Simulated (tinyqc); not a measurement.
# Bias-temperature instability, empirical power law with universal recovery: what changes with what

Threshold-voltage shift at the end of a stress: dV = A (V/V0)^g exp[-(Ea q/kB)(1/T - 1/T0)] (t/1 s)^n. After a delay tr the permanent share pp stays and the rest falls by r = 1/(1 + B (tr/t)^be). An empirical model: its parameters are fits, not properties.

Values chosen for this exercise: reference stress voltage V0 = 1.6 V; reference temperature T0 = 398 K; shift after 1 s at V0 and T0 A = 5.4 mV; time exponent n = 0.19; voltage exponent g = 3.3; apparent activation energy of the shift Ea = 0.12 eV; permanent share pp = 0.18; recovery scale B = 4.2; recovery dispersion be = 0.17; use voltage V = 0.97 V; use temperature T = 328 K; failure criterion dc = 50 mV; stress time ts = 10000 s.

Constants: q = 1.602176634e-19 C, kB = 1.380649e-23 J/K. Results are converted to the units shown.

Each table varies one quantity; the others keep the values above.

## Effect of the time exponent at a fixed measured point

The lifetime solves dV = dc; ten years are 3.15576e8 s. A is rescaled so that the shift at ts, V0 and T0 stays the same.

Effect of the time exponent at a fixed measured point:
```
nx	A (mV)	shift after ten years (mV)	lifetime (years)
0.1	12.371	7.9573	9.5952e8
0.125	9.8264	10.310	3.0607e6
0.15	7.8054	13.357	66323
0.175	6.2000	17.306	4295.2
0.2	4.9249	22.422	551.41
0.225	3.9120	29.050	111.71
0.25	3.1074	37.638	31.143
0.275	2.4683	48.765	10.952
0.3	1.9606	63.181	4.5844
```

What does the comparison show?

The ten-year shift rises from 7.96 to 63.2 mV and the lifetime falls from 9.60e8 to 4.58 years: an error of 0.025 in the exponent changes the shift by a factor of 1.30 over the 4.50 decades from ts to ten years. For nx = 0.1, 0.125, 0.15, 0.175 the lifetime is a formal extrapolation far beyond any test.

## Recovery after a stress

Same model as above.

At V0 and T0 after the stress time ts.

Recovery after a stress:
```
tr (s)	tr/ts	share left	shift (mV)
0.0097	9.700e-7	0.7661	23.81
0.13	1.300e-5	0.6861	21.32
1.8	1.800e-4	0.5963	18.53
24	0.002400	0.5072	15.76
320	0.03200	0.4255	13.22
4400	0.4400	0.3562	11.07
59000	5.900	0.3028	9.408
8e5	80.00	0.2633	8.181
```

What does the table show?

The shift falls from 23.8 to 8.18 mV over 7.9 decades of time, towards the permanent 5.59 mV. Half of the recoverable part is gone at tr/ts = B^(-1/be) = 2.16e-4.

## Effect of the measurement delay

Same model as above.

At V0 and T0. The apparent n comes from the measured shifts at ts/100 and ts, and the projection extends that line from ts to ten years (3.15576e8 s).

The same in every row: true shift (mV) = 222.4.

Effect of the measurement delay:
```
tr (s)	share left at ts	apparent n	projected shift (mV)
1e-6	0.9366	0.2053	244.1
1e-5	0.9096	0.2112	251.9
0.0001	0.8730	0.2186	261.1
0.001	0.8251	0.2274	270.3
0.01	0.7653	0.2368	276.6
0.1	0.6947	0.2460	275.9
1	0.6167	0.2533	264.3
10	0.5368	0.2574	240.1
```

The share left falls from 0.937 to 0.537 and the apparent n rises from 0.205 to 0.257. The projection is 9.7 % above the true ten-year shift in the first row and 7.9 % above it in the last: a lower start and a steeper slope work against each other.

Computed by the program tinyqc: `OMP_NUM_THREADS=1 python tinyqc.py 2070132 2070133 out.jsonl`, one thread of a shared Intel Xeon 2.30GHz, about 0.01 s for the whole run.
